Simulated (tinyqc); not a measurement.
Stretching all distances: RHF, UHF, MP2, CISD and CCSD against full CI in the sto-3g basis, for H6, spin multiplicity 1. Computed by the program tinyqc with PySCF. All coordinates are multiplied by the scale. c0^2 is the weight of the RHF determinant in the lowest singlet FCI state (UHF is spin-contaminated and may lie near states of higher spin) and n(LUMO) the first natural occupation beyond the occupied space.

Geometry (angstrom):

| atom | x | y | z |
|---|---|---|---|
| H | 0.0000 | 0.0000 | 0.0000 |
| H | 0.0000 | 0.0000 | 0.7020 |
| H | 0.0000 | 0.0000 | 1.6790 |
| H | 0.0000 | 0.0000 | 2.3810 |
| H | 0.0000 | 0.0000 | 3.3570 |
| H | 0.0000 | 0.0000 | 4.0600 |

Full CI energy (hartree) and errors against it (kcal/mol):

| scale | distance 1-2 (angstrom) | E(FCI) | RHF | UHF | MP2 | CISD | CCSD | <S^2> UHF | c0^2 | n(LUMO) |
|---|---|---|---|---|---|---|---|---|---|---|
| 0.8600 | 0.6037 | -3.126656 | 28.7718 | 28.7718 | 7.8490 | 0.3405 | 0.0478 | 0.0000 | 0.9792 | 0.0250 |
| 1.0500 | 0.7371 | -3.311147 | 37.5893 | 37.5893 | 11.9174 | 0.7682 | 0.0725 | 0.0000 | 0.9654 | 0.0382 |
| 1.2300 | 0.8635 | -3.331224 | 48.4105 | 48.4105 | 17.1903 | 1.5844 | 0.1145 | 0.0000 | 0.9459 | 0.0556 |
| 1.4200 | 0.9968 | -3.282889 | 63.2903 | 63.2903 | 24.7207 | 3.2419 | 0.1845 | 0.0000 | 0.9153 | 0.0810 |
| 1.7900 | 1.2566 | -3.127249 | 105.3738 | 90.3455 | 46.8996 | 11.1830 | 0.3736 | 0.9773 | 0.8145 | 0.1617 |
| 1.9700 | 1.3829 | -3.052676 | 132.8642 | 84.4257 | 61.6027 | 18.7082 | 0.4551 | 1.6196 | 0.7433 | 0.2194 |
| 2.1600 | 1.5163 | -2.984713 | 166.5962 | 70.1436 | 79.4045 | 30.0252 | 0.4952 | 2.1044 | 0.6564 | 0.2927 |

Estimate the missing row, scale = 1.6.

Computed row:
```
scale   distance 1-2 (angstrom)     E(FCI)      RHF      UHF      MP2    CISD    CCSD  <S^2> UHF    c0^2  n(LUMO)
1.6000                   1.1232  -3.210518  81.4079  81.2962  34.1608  6.0884  0.2721     0.0910  0.8739   0.1143
```

UHF parts from RHF first at scale 1.6 of those listed, where <S^2> leaves zero. The weight c0^2 goes from 0.98 to 0.66 and n(LUMO) from 0.02 to 0.29: static correlation grows as the bonds break into open-shell fragments. The spread of the error along the curve, which distorts its shape, is CCSD 0.4, CISD 29.7, UHF 61.6, MP2 71.6, RHF 137.8 kcal/mol.
